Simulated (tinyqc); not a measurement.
Ballistic transport through the one-dimensional subbands of a rectangular nanowire or nanosheet channel: one step, computed by the program tinyqc.

Hard walls, parabolic subbands, transport along x. Energies are counted from the bulk conduction band edge at the top of the barrier, which the gate pulls down by U; the source Fermi level lies at the bulk edge when U = 0.

Task: Conductance, capacitance and scattering. Linear conductance G = (2 e^2/h) sum_i g f(eta_i), g = 1, f = 1/(1 + exp(-eta_i)), with the barrier frozen at the eta_i above; current per perimeter I/(2(a + b)); with scattering, transmission lambda/(lambda + L) and low-bias resistance (1 + L/lambda)/G.

Inputs (values chosen for the exercise, modelled on GaN):

| quantity | value | unit |
|---|---|---|
| height a | 3.5 | nm |
| width b | 6.8 | nm |
| temperature T | 150 | K |
| mean free path for back-scattering lambda | 11 | nm |
| channel length L | 120 | nm |

Valleys: single isotropic valley.

Occupation:

| subband | eta_i | n_i (1/nm) | I_i (microampere) |
|---|---|---|---|
| 1 | 6.58279 | 2.156293e-01 | 6.594169e+00 |
| 2 | -2.40479 | 6.393799e-03 | 8.656996e-02 |
| 3 | -17.38409 | 2.123063e-09 | 2.823882e-08 |
| 4 | -27.34257 | 1.004731e-13 | 1.336390e-12 |
| 5 | -36.33014 | 1.255435e-17 | 1.669851e-16 |
| 6 | -38.35510 | 1.657169e-18 | 2.204197e-17 |
| 7 | -51.30944 | 3.920742e-24 | 5.214970e-23 |
| 8 | -65.31783 | 3.232959e-30 | 4.300152e-29 |
| 9 | -72.28046 | 3.060357e-33 | 4.070574e-32 |
| 10 | -83.88483 | 2.792920e-38 | 3.714857e-37 |

ballistic current I = 6.680739 microampere

Constants: e = 1.602176634e-19 C; h = 6.62607015e-34 J s.

Give: open modes sum g f; ballistic conductance; current per perimeter; transmission; low-bias resistance with scattering.

Result:

open modes sum g f = 1.0814

ballistic conductance = 83.790 microsiemens

current per perimeter = 324.31 microampere/micrometre

transmission = 0.083969

low-bias resistance with scattering = 142.13 kiloohm

Even without scattering the wire has h/(2 e^2 M) = 11.93 kiloohm, which sits in the contacts.
